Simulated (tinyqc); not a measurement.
# Bandgap voltage reference from two bipolar transistors: output against temperature

Two transistors of area 1 and N carry the same current I. Is(T) = Is (T/T0)^eta exp[(Vg0 q/kB)(1/T0 - 1/T)], VBE1 = Vt ln(I/Is(T)) + I rb, VBE2 = Vt ln(I/(N Is(T))) + I rb/N. The amplifier forces I R1(T) = VBE1 - VBE2 + Vos, with R(T) = R (1 + tc (T - T0)) for both resistors, and the output is Vref = VBE1 + I R2(T). Base currents and the Early effect are neglected.

Vt = kB T/q; I = (Vt ln N + Vos)/(R1(T) - rb (1 - 1/N)).

Inputs (values chosen for the exercise); values of the order met in silicon bipolar transistors:

| symbol | value | unit | meaning |
|---|---|---|---|
| T0 | 300 | K | reference temperature |
| Vg0 | 1.183 | V | band-gap voltage extrapolated to 0 K |
| eta | 3.4 |  | temperature exponent of the saturation current |
| Is | 7.8e-16 | A | saturation current of the unit transistor at T0 |
| N | 8 |  | area ratio of the second transistor |
| R1 | 22 | kohm | resistor across which the difference of VBE falls, at T0 |
| tc | 0 | ppm/K | temperature coefficient of both resistors |
| Vos | 0 | mV | offset of the amplifier |
| rb | 58 | ohm | series resistance of the unit transistor |
| R2 | 269.1 | kohm | output resistor at T0 |

Constants: q = 1.602176634e-19 C, kB = 1.380649e-23 J/K. Results are converted to the units shown.

Results:
```
T (K),I (uA),VBE1 (V),I R2 (V),Vref (V),Vref - Vref(T0) (mV),dVref/dT (uV/K)
218,1.7797,0.74865,0.47893,1.2276,3.0424,-2.3315
233,1.9022,0.71556,0.51188,1.2274,2.9031,-16.094
253,2.0655,0.67112,0.55582,1.2269,2.4085,-33.125
273,2.2288,0.62636,0.59976,1.2261,1.5867,-48.860
298,2.4329,0.56999,0.65468,1.2247,0.13535,-66.982
348,2.8411,0.45597,0.76453,1.2205,-4.0364,-99.061
373,3.0452,0.39839,0.81945,1.2178,-6.6944,-113.41
398,3.2492,0.34046,0.87437,1.2148,-9.6991,-126.83
423,3.4533,0.28221,0.92930,1.2115,-13.029,-139.43
```

Estimate the missing row, T = 323 K.

Computed row:
```
T (K),I (uA),VBE1 (V),I R2 (V),Vref (V),Vref - Vref(T0) (mV),dVref/dT (uV/K)
323,2.6370,0.51318,0.70960,1.2228,-1.7503,-83.643
```

With this row back in the table: VBE1 falls by 2.28 mV/K on average and I R2 rises by 2.20 mV/K. The slope of Vref vanishes at T = 216 K. Between 233 and 398 K Vref spans 12.6 mV, or 62.5 ppm/K by the box method (span over the average over T, over 165 K).

Numbers from tinyqc (`OMP_NUM_THREADS=1 python tinyqc.py 2062134 2062135 out.jsonl`; about 0.03 s on one thread of a shared Intel Xeon 2.30GHz).
